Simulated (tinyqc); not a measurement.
# From one set of inputs to another, one input at a time

Model: valley-orbit splitting of a donor ground state, with strain. Computed by tinyqc, a small Python program. Command: `OMP_NUM_THREADS=1 python tinyqc.py 3005571 3005572 out.jsonl valleyorbit ladder`. One thread of a shared host (Intel(R) Xeon(R) Processor @ 2.30GHz), about 0.01 s of CPU time with the checks.

The basis is the 1s envelope in each valley; energies are counted from the unstrained conduction-band edge. The strain is e_s (a a^T - 1/3) for the unit stress axis a, so valley j along n_j moves by Xi_u e_s w_j with w_j = (n_j.a)^2 - 1/3: +1/6 for x and y, -1/3 for z. The splitting at the zone boundary that a [110] shear adds for <100> valleys is left out.

The inputs printed are set A. Inputs not listed in the table keep their values of set A, so the rows need not describe a real material.

Inputs (values chosen for the exercise, for a model many-valley semiconductor):
```
quantity,value,unit
single-valley binding energy E_0,32.6,meV
central-cell shift Lambda,6.84,meV
coupling Delta_1,2.84,meV
coupling Delta_2,1.76,meV
shear deformation potential Xi_u,8.45,eV
shear strain e_s,-4e-05,-
temperature T,10,K
donor density N_D,1.7e+15,cm^-3
density-of-states mass of one valley m_e,0.326,m_0
```

Valleys: six along <100>. Stress axis: [110].

Constants: k_B = 8.617333262e-05 eV/K; m_0 = 9.1093837015e-31 kg; k_B = 1.380649e-23 J/K; h = 6.62607015e-34 J s.

Method:
- H_jj = -(E_0 + Lambda) + Xi_u e_s w_j; H_jk = -Delta_2 between opposite valleys and -Delta_1 between perpendicular ones.
- Diagonalise H; the ground vector has positive components. The density at the nucleus, and so the contact hyperfine coupling, scales as (sum_j c_j)^2/(number of valleys), which is 1 without strain; the envelopes are held fixed.
- The binding energy is counted from the lowest valley edge, min_j Xi_u e_s w_j; the gap is from the ground state to the next level.
- z = sum over levels of exp(-(E - E_ground)/k_B T), the ground-state share being 1/z; N_c = 2 (2 pi m_e k_B T/h^2)^(3/2) sum_j exp(-(shift_j - lowest shift)/k_B T); n1 = N_c/(2 z) exp(-binding/k_B T), binding = lowest shift - E_ground; without compensation n = 2 N_D/(1 + sqrt(1 + 4 N_D/n1)) (Boltzmann statistics; p and higher states left out).

Each row keeps all changes above it:
```
input moved,from,to,binding energy under strain (meV),hyperfine ratio A/A_0,share of neutral donors in the ground state
set A,-,-,52.50,1.0000,1.000
coupling Delta_2 (meV),1.76,1.6,52.34,1.0000,1.000
temperature T (K),10,4.2,52.34,1.0000,1.000
shear strain e_s,-4e-05,0.0013,49.17,0.9733,1.000
coupling Delta_1 (meV),2.84,2,46.00,0.9456,1.000
shear deformation potential Xi_u (eV),8.45,8.53,45.98,0.9445,1.000
single-valley binding energy E_0 (meV),32.6,32.2,45.58,0.9445,1.000
central-cell shift Lambda (meV),6.84,7.33,46.07,0.9445,1.000
```

Where does the difference come from?

Binding energy under strain goes from 52.5 to 46.1, a factor 0.877 in all. The largest single move comes from coupling Delta_1 (a factor 0.936), and central-cell shift Lambda works against it (a factor 1.011). Hyperfine ratio A/A_0 goes from 1.000 to 0.945, a factor 0.945 in all. The largest single move comes from coupling Delta_1 (a factor 0.9715). The single moves hold for this order of the switches; the total does not depend on the order.

Caution (rows temperature T, shear strain e_s, coupling Delta_1, shear deformation potential Xi_u, single-valley binding energy E_0, central-cell shift Lambda): n is below one electron per cm^3, so thermal ionisation is negligible and the number is formal.

Extremes, crossings and ranges named in words are read from the listed rows.
